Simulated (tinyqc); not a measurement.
Towards the loss of the bound state: donor level screened by free carriers (Yukawa potential).

Potential -(q/(eps r)) exp(-ks r), q = e^2/(4 pi eps0). In units Ry* = Ry m/eps^2 and a* = a0 eps/m the problem is [-Laplacian - 2 exp(-x r)/r] psi = E psi with x = ks a*.

Converged values use 18 functions exp(-z r), z = 1.55^i, i = -11 to 6: S = 2/A^3, H = z_i z_j S - 2/(A + x)^2, A = z_i + z_j.

Parameters, chosen for this exercise (out of a larger set: near those of a donor in Si, with one mean mass; not measured data): xs = (0.08, 0.17, 0.25, 0.5, 0.71, 0.92, 1.03) (values of x).

First order (-1 + 2x), one-parameter (minimum of z^2 - 8 z^3/(2z + x)^2) and converged 1s energies in Ry*, and the mean radius in a*; a dash marks an unbound result.

Results:
```
x     first order  trial function  converged   <r>
0.08      -0.8400         -0.8491    -0.8491  1.51
0.17      -0.6600         -0.6992    -0.6993  1.54
0.25      -0.5000         -0.5815    -0.5818  1.58
0.50            -         -0.2930    -0.2962  1.81
0.71            -         -0.1286    -0.1376  2.23
0.92            -         -0.0245    -0.0420  3.32
1.03            -               -    -0.0145  5.03
```

First order loses the state at x = 0.5, the trial function reaches zero energy at x = 1.00, and the exact limit is 1.19. The radius starts at 1.5 a*, grows slowly at first (1.58 at x = 0.25), then steadily, and swells towards the end (5.0 at 1.03), where a single exponential fails: the binding vanishes as the square of the distance from 1.19.

Computed by tinyqc, a small Python program: `OMP_NUM_THREADS=1 python tinyqc.py 1252633 1252634 out.jsonl` (the numbers bound the seed that draws the inputs); one thread of a shared host (Intel(R) Xeon(R) Processor @ 2.30GHz), about 0.02 s for the whole set of steps.
